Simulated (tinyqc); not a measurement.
## Remanence, coercive field and barrier from the coefficients

Problem. u = al P^2 + be P^4 - E P (P in uC/cm^2, E in kV/cm, u in mJ/cm^3). Find Pr, the polarisation Pc at which dE/dP = 0, Ec and the barrier u(0) - u(Pr).

al = -2.2437931 kV cm/uC
be = 0.0023179681 kV cm^5/uC^3

Answer. Pr^2 = -al/(2 be), Pc^2 = -al/(6 be), Ec = -(4/3) al Pc and the barrier is al^2/(4 be).

Pr = 22.00 uC/cm^2
Pc = 12.70 uC/cm^2
Ec = 38.00 kV/cm
barrier = 543.0 mJ/cm^3

Program tinyqc, `OMP_NUM_THREADS=1 python tinyqc.py 2860064 2860065 out.jsonl`; Intel Xeon 2.30GHz, shared host, one thread, about 0.06 s.
